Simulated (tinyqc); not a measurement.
Lattice vibrations of a chain, step by step. One step of it, computed by the program tinyqc.

Problem. Frequencies. omega^2 are the eigenvalues; wavenumber = 521.4708 sqrt(eigenvalue) 1/cm.

D(q) (eV/(angstrom^2 u)), lower triangle (Hermitian):
```
                     1          2          3         4
1             0.895221
2            -0.633226   1.319527
3             0.000000  -0.108057   0.581109
4  -0.441930-0.242953i   0.000000  -0.455314  0.869634
```

Give: eigenvalues; wavenumbers; weights |e|^2 of the mass-weighted modes.

Solution.

eigenvalues: 0.0030  0.5610  1.1896  1.9119

wavenumbers (1/cm): 28.8  390.6  568.8  721.0

weights |e|^2 of the mass-weighted modes:
```
        mode 1  mode 2  mode 3  mode 4
atom 1  0.2979  0.3296  0.0039  0.3686
atom 2  0.0910  0.1527  0.2942  0.4622
atom 3  0.2655  0.5033  0.1995  0.0317
atom 4  0.3456  0.0145  0.5025  0.1374
```
